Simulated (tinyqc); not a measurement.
Stacked nanosheet transistor, parasitic resistance, capacitance and delay: what each parasitic element costs.

Ns sheets share one contact on top; each has perimeter p = 2 (Ws + ts) and cross-section A = Ws ts; contact width Wc = Ws + 10 nm, stack height Hs = Ns pv. Sheet 1 is the top one. Contact length Lc = CPP - Lg - 2 Lsp, shared by two neighbouring gates. Source and drain sides are equal. The formulas are first-order estimates, not field solutions.

Epitaxy sheet resistance Rsh = re/te, transfer length LT = sqrt(rc/Rsh), contact Rc = [sqrt(rc Rsh)/Wc] coth(Lc/(2 LT)); extension of one sheet Rx = rx Lsp/A. With N sheets: gate Cg = Cinv p N Lg; per side, plate Cp = ks eps0 [Wc (Hs + Hc) - N A]/Lsp, top fringe Cf = (2/pi) ks eps0 Wc ln(1 + Lg/(2 Lsp)), overlap Co = Cinv p N Lov. One sheet: I = p Q vx u/(1 + |u|^1.8)^(1/1.8), Q = Cinv n Vt ln(1 + exp((Vg' - VT + dl Vd')/(n Vt))), u = Vd' mu/(vx Lg), Vg' = Vgs - v, Vd' = Vds - 2 v, with the drop on each side v_j = Rc sum I + rv (sum over levels k = 2..j of the current of sheets k..Ns) + Rx I_j. Ieff = [I(Vgs = Vdd, Vds = Vdd/2) + I(Vdd/2, Vdd)]/2, total currents. With Cs = Cp + Cf + Co, the load of an inverter of two such devices driving an equal one is CL = 2 (Cg + 2 Cs) + 4 Cs + Cw (own drains counted twice for the Miller effect); delay CL Vdd/(2 Ieff). Each row removes one element and keeps the rest.

Values chosen for this exercise; values close to those of silicon logic devices:
```
symbol,value,unit,meaning
T,300,K,temperature
Ns,3,,number of sheets
Ws,20,nm,sheet width
ts,5,nm,sheet thickness
pv,12,nm,vertical pitch of the sheets
rv,242,ohm,vertical resistance between sheet levels
CPP,42,nm,contacted gate pitch
Lg,16,nm,gate length
Lsp,7,nm,spacer length
ks,4,,relative permittivity of the spacer
Hc,30,nm,gate height above the channel stack
rc,1.3e-9,ohm cm^2,contact resistivity
re,0.00039,ohm cm,resistivity of the source-drain epitaxy
te,20,nm,current-carrying depth of the epitaxy
rx,0.0014,ohm cm,resistivity of the extension
Lov,1,nm,gate overlap
Cinv,2.3,uF/cm^2,inversion capacitance
vx,9.3e6,cm/s,injection velocity
mu,150,cm^2/(V s),apparent mobility
VT,0.28,V,threshold at zero drain voltage
dl,0.078,V/V,barrier lowering
n,1.15,,subthreshold factor
Cw,0.21,fF,wire load
Vdd,0.65,V,supply voltage
```

Constants: q = 1.602176634e-19 C, kB = 1.380649e-23 J/K, eps0 = 8.8541878128e-12 F/m, Vt = kB T/q. Results are converted to the units shown.

One element removed at a time:
```
,Ieff (uA),CL (aF),delay (ps)
as given,48.26,420.1,2.829
no contact resistance,62.58,420.1,2.182
no extension resistance,53.98,420.1,2.530
no vertical resistance,50.45,420.1,2.706
air spacer (ks = 1),48.26,366.0,2.465
no overlap,48.26,392.5,2.643
no wire,48.26,210.1,1.415
```

What does the comparison show?

Gains in delay, largest first: no wire 50 %, no contact resistance 23 %, air spacer (ks = 1) 13 %, no extension resistance 11 %, no overlap 6.6 %, no vertical resistance 4.3 %.

tinyqc, about 0.08 s, one thread, Intel Xeon 2.30GHz (shared host): `OMP_NUM_THREADS=1 python tinyqc.py 2170041 2170042 out.jsonl`
